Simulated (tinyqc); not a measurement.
# From one set of inputs to another, one input at a time

Model: two-dimensional dopant profile at a mask edge: lateral junction, overlap and effective channel length. Computed by tinyqc, a small Python program. Command: `OMP_NUM_THREADS=1 python tinyqc.py 3026975 3026976 out.jsonl lateral ladder`. One thread of a shared host (Intel(R) Xeon(R) Processor @ 2.30GHz), about 0.02 s of CPU time with the checks.

Ions enter for y < 0; the mask (spacer, then gate) covers y > 0. x is the depth. The surface reflects dopant during the anneal.

The inputs printed are set A. Inputs not listed in the table keep their values of set A, so the rows need not describe a real material.

Inputs (values chosen for the exercise, modelled on a source-drain extension in silicon):
```
quantity               value    unit
dose Q               7.1e+14  1/cm^2
projected range R_p       47      nm
vertical straggle         23      nm
lateral straggle          11      nm
anneal budget D t    4.1e-12    cm^2
channel doping C_B   6.1e+17  1/cm^3
gate length L_g          320      nm
offset spacer             19      nm
oxide thickness          3.7      nm
```

Constants: eps_0 = 8.8541878128e-12 F/m.

Method:
- Widths s_x^2 = (vertical straggle)^2 + 2 D t, s_y^2 = (lateral straggle)^2 + 2 D t. C(x, y) = V(x) (1/2) erfc(y/(sqrt2 s_y)), V(x) = Q/(sqrt(2 pi) s_x) [exp(-(x - R_p)^2/(2 s_x^2)) + exp(-(x + R_p)^2/(2 s_x^2))]; 1 nm = 1e-7 cm.
- The vertical junction far from the mask solves V(x) = C_B.
- The lateral junction at depth x solves C = C_B: y_j(x) = sqrt2 s_y erfc^-1(2 C_B/V(x)). Overlap under the gate = y_j(0) - spacer; metallurgical channel L_met = L_g - 2 overlap (tails from the two sides are not added).
- Abruptness at y_j(0) in nm per decade = ln(10) s_y sqrt(pi/2) exp(u^2) erfc(u), u = y_j/(sqrt2 s_y). Overlap capacitance per width = 3.9 eps_0 overlap/t_ox (zero if there is no overlap).

Each row keeps all changes above it:
```
input moved                     from       to  lateral junction y_j(0) (nm)  vertical junction x_j (nm)  lateral abruptness (nm/decade)
set A                              -        -                         72.61                       161.3                           26.14
vertical straggle (nm)            23      5.6                         69.74                       139.9                           26.98
projected range R_p (nm)          47       18                         81.88                       111.0                           23.72
anneal budget D t (cm^2)     4.1e-12  9.9e-13                         48.51                        69.2                           13.62
offset spacer (nm)                19      1.4                         48.51                        69.2                           13.62
gate length L_g (nm)             320      180                         48.51                        69.2                           13.62
channel doping C_B (1/cm^3)  6.1e+17  3.6e+17                         51.55                        71.6                           12.94
dose Q (1/cm^2)              7.1e+14  8.4e+14                         52.49                        72.3                           12.75
```

Lateral junction y_j(0) goes from 72.6 to 52.5, a factor 0.723 in all. The largest single move comes from anneal budget D t (a factor 0.592), and projected range R_p works against it (a factor 1.17). Vertical junction x_j goes from 161 to 72.3, a factor 0.448 in all. The largest single move comes from anneal budget D t (a factor 0.624). Lateral abruptness goes from 26.1 to 12.7, a factor 0.488 in all. The largest single move comes from anneal budget D t (a factor 0.574). The single moves hold for this order of the switches; the total does not depend on the order.

Caution (rows vertical straggle): the profile peaks below the surface, where the junction reaches further under the gate than y_j(0); the overlap given is the one at the surface.

Extremes, crossings and ranges named in words are read from the listed rows.
